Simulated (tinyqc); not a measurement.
Worked calculation (part 3 of 3): UHF in the 6-311g basis, for H2, spin multiplicity 3. Computed by tinyqc, a small Python program that keeps every step (integrals from PySCF). Command: `OMP_NUM_THREADS=1 python tinyqc.py 23989 23990 out.jsonl` (the two numbers bound the seeds that draw the settings). One thread of a shared host (Intel(R) Xeon(R) Processor @ 2.60GHz), about 0.09 s of CPU time with the checks.

Geometry (angstrom):
```
atom         x         y         z
H     0.000000  0.000000  0.000000
H     0.000000  0.000000  1.237000
```

## Iteration 4: DIIS over 4 matrices

error matrix X^T (FDS - SDF) X (alpha):
```
           1          2          3          4          5          6
1   0.000000  -0.005896   0.005418  -0.010924   0.002290  -0.029849
2   0.005896   0.000000  -0.011537  -0.006464  -0.002113  -0.002288
3  -0.005418   0.011537   0.000000   0.022392  -0.027178   0.017748
4   0.010924   0.006464  -0.022392   0.000000  -0.020720   0.008905
5  -0.002290   0.002113   0.027178   0.020720   0.000000  -0.010683
6   0.029849   0.002288  -0.017748  -0.008905   0.010683   0.000000
```

B (overlaps of the stored error matrices):
```
               1              2              3              4
1  2.6095014e+00  1.1835796e+00  3.7890232e-01  1.1705165e-01
2  1.1835796e+00  5.5577188e-01  1.8476207e-01  5.8066041e-02
3  3.7890232e-01  1.8476207e-01  6.4561273e-02  2.0848723e-02
4  1.1705165e-01  5.8066041e-02  2.0848723e-02  6.8840515e-03
```

Minimise |sum c_i e_i|^2 with sum c_i = 1: solve [B -1; -1 0][c; lambda] = [0; -1] with B_ij = tr e_i^T e_j summed over both spins, and take F = sum c_i F_i.

DIIS coefficients: -0.035270  0.228620  -1.041903  1.848553

extrapolated F(alpha) (hartree):
```
           1H 1s      1H 2s      1H 3s      2H 1s      2H 2s      2H 3s
1H 1s   0.375371  -0.584419  -0.545250  -0.141304  -0.278254  -0.337358
1H 2s  -0.584419  -0.485687  -0.479448  -0.279844  -0.351586  -0.370257
1H 3s  -0.545250  -0.479448  -0.359962  -0.338817  -0.370072  -0.328502
2H 1s  -0.141304  -0.279844  -0.338817   0.368083  -0.590954  -0.547448
2H 2s  -0.278254  -0.351586  -0.370072  -0.590954  -0.488958  -0.478251
2H 3s  -0.337358  -0.370257  -0.328502  -0.547448  -0.478251  -0.356537
```

extrapolated F(beta) (hartree):
```
           1H 1s      1H 2s      1H 3s      2H 1s      2H 2s      2H 3s
1H 1s   1.007222   0.009511  -0.142459  -0.084276  -0.107375  -0.106524
1H 2s   0.009511   0.165237   0.007553  -0.106708  -0.056934  -0.041864
1H 3s  -0.142459   0.007553   0.040273  -0.105571  -0.041499  -0.005495
2H 1s  -0.084276  -0.106708  -0.105571   1.013885   0.013021  -0.140802
2H 2s  -0.107375  -0.056934  -0.041499   0.013021   0.167285   0.008293
2H 3s  -0.106524  -0.041864  -0.005495  -0.140802   0.008293   0.040061
```

## Iteration 4: diagonalisation and new density

X:
```
               1          2          3          4          5         6
1H 1s   0.720996  -0.883409  -0.712630   0.666107   0.462315  0.157216
1H 2s  -1.823711   1.508354   0.631315   0.096188   0.346289  0.242405
1H 3s   2.116551  -0.886088   0.786723  -0.500356   0.140891  0.255896
2H 1s  -0.720996  -0.883409   0.712630   0.666107  -0.462315  0.157216
2H 2s   1.823711   1.508354  -0.631315   0.096188  -0.346289  0.242405
2H 3s  -2.116551  -0.886088  -0.786723  -0.500356  -0.140891  0.255896
```

D(alpha) after iteration 3:
```
           1H 1s      1H 2s      1H 3s      2H 1s      2H 2s      2H 3s
1H 1s   0.063407   0.112850   0.140709  -0.014418  -0.028450  -0.065932
1H 2s   0.112850   0.344498   0.230396   0.019943  -0.118155  -0.091044
1H 3s   0.140709   0.230396   0.450418  -0.117616  -0.217046  -0.343220
2H 1s  -0.014418   0.019943  -0.117616   0.094050   0.155770   0.120853
2H 2s  -0.028450  -0.118155  -0.217046   0.155770   0.432770   0.206055
2H 3s  -0.065932  -0.091044  -0.343220   0.120853   0.206055   0.369431
```

D(beta) after iteration 3:
```
          1H 1s     1H 2s     1H 3s     2H 1s     2H 2s     2H 3s
1H 1s  0.000000  0.000000  0.000000  0.000000  0.000000  0.000000
1H 2s  0.000000  0.000000  0.000000  0.000000  0.000000  0.000000
1H 3s  0.000000  0.000000  0.000000  0.000000  0.000000  0.000000
2H 1s  0.000000  0.000000  0.000000  0.000000  0.000000  0.000000
2H 2s  0.000000  0.000000  0.000000  0.000000  0.000000  0.000000
2H 3s  0.000000  0.000000  0.000000  0.000000  0.000000  0.000000
```

overlap S:
```
          1H 1s     1H 2s     1H 3s     2H 1s     2H 2s     2H 3s
1H 1s  1.000000  0.706377  0.373664  0.031922  0.171980  0.222519
1H 2s  0.706377  1.000000  0.788963  0.171980  0.410553  0.514859
1H 3s  0.373664  0.788963  1.000000  0.222519  0.514859  0.755251
2H 1s  0.031922  0.171980  0.222519  1.000000  0.706377  0.373664
2H 2s  0.171980  0.410553  0.514859  0.706377  1.000000  0.788963
2H 3s  0.222519  0.514859  0.755251  0.373664  0.788963  1.000000
```

Diagonalise F' = X^T F X, C = X C', fill 2 alpha and 0 beta electrons from the bottom; D(s) = C_occ C_occ^T; the new density keeps 0.3 of the old one (damping). Each column has its largest component positive (the first on a tie).

F' = X^T F X (alpha) (hartree):
```
           1          2          3          4          5          6
1   1.394088   0.000404  -0.983497  -0.000636   0.308692  -0.001426
2   0.000404   1.853341  -0.000031  -1.029511   0.001933  -0.050288
3  -0.983497  -0.000031   1.182590   0.001661  -0.620052  -0.002910
4  -0.000636  -1.029511   0.001661   0.965499   0.003546  -0.119320
5   0.308692   0.001933  -0.620052   0.003546  -0.087546   0.002152
6  -0.001426  -0.050288  -0.002910  -0.119320   0.002152  -0.662249
```

orbital energies (alpha) (hartree): MO1 -0.679195, MO2 -0.346364, MO3 0.305058, MO4 0.392130, MO5 2.443346, MO6 2.530748

coefficients C (alpha):
```
            MO1        MO2        MO3        MO4        MO5        MO6
1H 1s  0.171745   0.176587  -0.049361  -0.085471  -1.109929  -1.089896
1H 2s  0.345923   0.437565  -0.870829  -1.027314   1.627312   1.189349
1H 3s  0.142889   0.616816   0.921151   1.942401  -0.996752  -0.451362
2H 1s  0.174589  -0.176449  -0.047359   0.083996   1.083609  -1.115848
2H 2s  0.354460  -0.445441  -0.872264   1.019446  -1.598691   1.227823
2H 3s  0.135095  -0.604379   0.941364  -1.937445   0.985356  -0.474606
```

F' = X^T F X (beta) (hartree):
```
           1          2          3          4          5          6
1   1.426693   0.000355  -1.014518  -0.001037   0.305131  -0.000042
2   0.000355   1.913119  -0.001203  -1.073709   0.000999  -0.028046
3  -1.014518  -0.001203   1.311877   0.001067  -0.585911   0.001054
4  -0.001037  -1.073709   0.001067   1.153507  -0.002253   0.117456
5   0.305131   0.000999  -0.585911  -0.002253   0.599521  -0.001707
6  -0.000042  -0.028046   0.001054   0.117456  -0.001707   0.000345
```

orbital energies (beta) (hartree): MO1 -0.018122, MO2 0.169295, MO3 0.409792, MO4 0.584925, MO5 2.583812, MO6 2.675359

coefficients C (beta):
```
            MO1        MO2        MO3        MO4        MO5        MO6
1H 1s  0.111980  -0.096038   0.055317   0.093962  -1.134318  -1.081623
1H 2s  0.098788   0.054950   0.991902   1.196941   1.577651   1.126605
1H 3s  0.409754  -1.425027  -0.870440  -1.481444  -0.945252  -0.418474
2H 1s  0.110534   0.095256   0.054080  -0.093380   1.077169  -1.138862
2H 2s  0.094762  -0.062259   0.981917  -1.208156  -1.516396   1.204751
2H 3s  0.412640   1.432704  -0.845951   1.488193   0.921863  -0.465259
```

D(alpha) after iteration 4:
```
           1H 1s      1H 2s      1H 3s      2H 1s      2H 2s      2H 3s
1H 1s   0.061497   0.129530   0.135636  -0.005147  -0.020983  -0.078246
1H 2s   0.129530   0.321138   0.292647  -0.005787  -0.086052  -0.179719
1H 3s   0.135636   0.292647   0.415741  -0.094008  -0.221989  -0.350407
2H 1s  -0.005147  -0.005787  -0.094008   0.071346   0.145069   0.127415
2H 2s  -0.020983  -0.086052  -0.221989   0.145069   0.356673   0.283788
2H 3s  -0.078246  -0.179719  -0.350407   0.127415   0.283788   0.379297
```

D(beta) after iteration 4:
```
          1H 1s     1H 2s     1H 3s     2H 1s     2H 2s     2H 3s
1H 1s  0.000000  0.000000  0.000000  0.000000  0.000000  0.000000
1H 2s  0.000000  0.000000  0.000000  0.000000  0.000000  0.000000
1H 3s  0.000000  0.000000  0.000000  0.000000  0.000000  0.000000
2H 1s  0.000000  0.000000  0.000000  0.000000  0.000000  0.000000
2H 2s  0.000000  0.000000  0.000000  0.000000  0.000000  0.000000
2H 3s  0.000000  0.000000  0.000000  0.000000  0.000000  0.000000
```

## Iteration 20 (converged): orbitals

converged F(alpha) (hartree):
```
           1H 1s      1H 2s      1H 3s      2H 1s      2H 2s      2H 3s
1H 1s   0.371445  -0.586748  -0.544959  -0.140638  -0.278370  -0.337359
1H 2s  -0.586748  -0.485404  -0.476766  -0.278370  -0.350413  -0.368860
1H 3s  -0.544959  -0.476766  -0.356390  -0.337359  -0.368860  -0.327100
2H 1s  -0.140638  -0.278370  -0.337359   0.371445  -0.586748  -0.544959
2H 2s  -0.278370  -0.350413  -0.368860  -0.586748  -0.485404  -0.476766
2H 3s  -0.337359  -0.368860  -0.327100  -0.544959  -0.476766  -0.356390
```

converged F(beta) (hartree):
```
           1H 1s      1H 2s      1H 3s      2H 1s      2H 2s      2H 3s
1H 1s   1.011222   0.011519  -0.141525  -0.084270  -0.106991  -0.105984
1H 2s   0.011519   0.166268   0.007865  -0.106991  -0.056924  -0.041707
1H 3s  -0.141525   0.007865   0.040048  -0.105984  -0.041707  -0.005579
2H 1s  -0.084270  -0.106991  -0.105984   1.011222   0.011519  -0.141525
2H 2s  -0.106991  -0.056924  -0.041707   0.011519   0.166268   0.007865
2H 3s  -0.105984  -0.041707  -0.005579  -0.141525   0.007865   0.040048
```

Diagonalise F' = X^T F X, C = X C', fill 2 alpha and 0 beta electrons from the bottom; D(s) = C_occ C_occ^T. Each column has its largest component positive (the first on a tie).

F' = X^T F X (alpha) (hartree):
```
           1          2          3          4          5          6
1   1.392809   0.000000  -0.983202   0.000000   0.309251   0.000000
2   0.000000   1.853034   0.000000  -1.029518   0.000000  -0.049928
3  -0.983202   0.000000   1.182384   0.000000  -0.618064   0.000000
4   0.000000  -1.029518   0.000000   0.964467   0.000000  -0.119625
5   0.309251   0.000000  -0.618064   0.000000  -0.087264   0.000000
6   0.000000  -0.049928   0.000000  -0.119625   0.000000  -0.660011
```

orbital energies (alpha) (hartree): MO1 -0.677015, MO2 -0.344566, MO3 0.304282, MO4 0.390583, MO5 2.441912, MO6 2.530223

coefficients C (alpha):
```
            MO1        MO2        MO3        MO4        MO5        MO6
1H 1s  0.173372   0.176850  -0.048414  -0.084548  -1.096808  -1.102916
1H 2s  0.350385   0.442720  -0.871264  -1.022628   1.613265   1.208832
1H 3s  0.138656   0.607945   0.931289   1.940777  -0.991141  -0.463106
2H 1s  0.173372  -0.176850  -0.048414   0.084548   1.096808  -1.102916
2H 2s  0.350385  -0.442720  -0.871264   1.022628  -1.613265   1.208832
2H 3s  0.138656  -0.607945   0.931289  -1.940777   0.991141  -0.463106
```

F' = X^T F X (beta) (hartree):
```
           1          2          3          4          5          6
1   1.426730   0.000000  -1.014674   0.000000   0.305375   0.000000
2   0.000000   1.913285   0.000000  -1.074029   0.000000  -0.028267
3  -1.014674   0.000000   1.311984   0.000000  -0.586339   0.000000
4   0.000000  -1.074029   0.000000   1.153872   0.000000   0.117805
5   0.305375   0.000000  -0.586339   0.000000   0.599936   0.000000
6   0.000000  -0.028267   0.000000   0.117805   0.000000   0.000406
```

orbital energies (beta) (hartree): MO1 -0.018139, MO2 0.169197, MO3 0.409846, MO4 0.585062, MO5 2.584392, MO6 2.675856

coefficients C (beta):
```
            MO1        MO2        MO3        MO4        MO5        MO6
1H 1s  0.111104  -0.095514   0.054604  -0.093487  -1.106141  -1.110630
1H 2s  0.096570   0.058717   0.987105  -1.202839   1.547296   1.165951
1H 3s  0.411445  -1.429116  -0.858119   1.484715  -0.933713  -0.441967
2H 1s  0.111104   0.095514   0.054604   0.093487   1.106141  -1.110630
2H 2s  0.096570  -0.058717   0.987105   1.202839  -1.547296   1.165951
2H 3s  0.411445   1.429116  -0.858119  -1.484715   0.933713  -0.441967
```

D(alpha) after iteration 20:
```
           1H 1s      1H 2s      1H 3s      2H 1s      2H 2s      2H 3s
1H 1s   0.061333   0.139042   0.131554  -0.001218  -0.017548  -0.083476
1H 2s   0.139042   0.318770   0.317732  -0.017548  -0.073232  -0.220566
1H 3s   0.131554   0.317732   0.388822  -0.083476  -0.220566  -0.350371
2H 1s  -0.001218  -0.017548  -0.083476   0.061333   0.139042   0.131554
2H 2s  -0.017548  -0.073232  -0.220566   0.139042   0.318770   0.317732
2H 3s  -0.083476  -0.220566  -0.350371   0.131554   0.317732   0.388822
```

D(beta) after iteration 20:
```
          1H 1s     1H 2s     1H 3s     2H 1s     2H 2s     2H 3s
1H 1s  0.000000  0.000000  0.000000  0.000000  0.000000  0.000000
1H 2s  0.000000  0.000000  0.000000  0.000000  0.000000  0.000000
1H 3s  0.000000  0.000000  0.000000  0.000000  0.000000  0.000000
2H 1s  0.000000  0.000000  0.000000  0.000000  0.000000  0.000000
2H 2s  0.000000  0.000000  0.000000  0.000000  0.000000  0.000000
2H 3s  0.000000  0.000000  0.000000  0.000000  0.000000  0.000000
```

## Convergence

Stop when the energy changes by less than 1e-09 hartree and every element of the error matrix X^T (F D S - S D F) X (for each spin) is below 9e-06.

Course of the cycle:
```
iteration  E (hartree)     change  largest element of the error matrix
1           0.39038496          -                             7.76e-01
2          -0.40337405  -7.94e-01                             3.53e-01
3          -0.74650547  -3.43e-01                             1.06e-01
4          -0.86909238  -1.23e-01                             2.98e-02
5          -0.90928881  -4.02e-02                             8.30e-03
6          -0.92187582  -1.26e-02                             2.51e-03
7          -0.92571829  -3.84e-03                             7.54e-04
8          -0.92687736  -1.16e-03                             2.27e-04
9          -0.92722566  -3.48e-04                             6.81e-05
10         -0.92733020  -1.05e-04                             2.04e-05
11         -0.92736157  -3.14e-05                             6.12e-06
12         -0.92737098  -9.41e-06                             1.84e-06
13         -0.92737380  -2.82e-06                             5.51e-07
14         -0.92737465  -8.47e-07                             1.65e-07
15         -0.92737490  -2.54e-07                             4.96e-08
16         -0.92737498  -7.62e-08                             1.49e-08
17         -0.92737500  -2.29e-08                             4.46e-09
18         -0.92737501  -6.86e-09                             1.34e-09
19         -0.92737501  -2.06e-09                             4.01e-10
20         -0.92737501  -6.17e-10                             1.20e-10
```

PySCF UHF in the same basis, after a stability check = -0.92737501 hartree

Converged in 20 iterations.

## Populations, bond orders and dipole

Mulliken: Z minus the diagonal of D S on the atom; Loewdin: the same with S^(1/2) D S^(1/2); Mayer order: 2 sum_s sum (D(s) S)_ij (D(s) S)_ji over the two atoms.

Charges (e):
```
atom   Mulliken  Loewdin  Mulliken spin
1H    -2.38e-11        0       1.000000
2H     2.38e-11        0       1.000000
```

Mayer bond orders:
```
pair      order
2-1   -0.187593
```

dipole moment about the origin, x y z (debye): 0.000000  0.000000  0.000000

<S^2> of the determinant (pure state: 2) = 2.000000
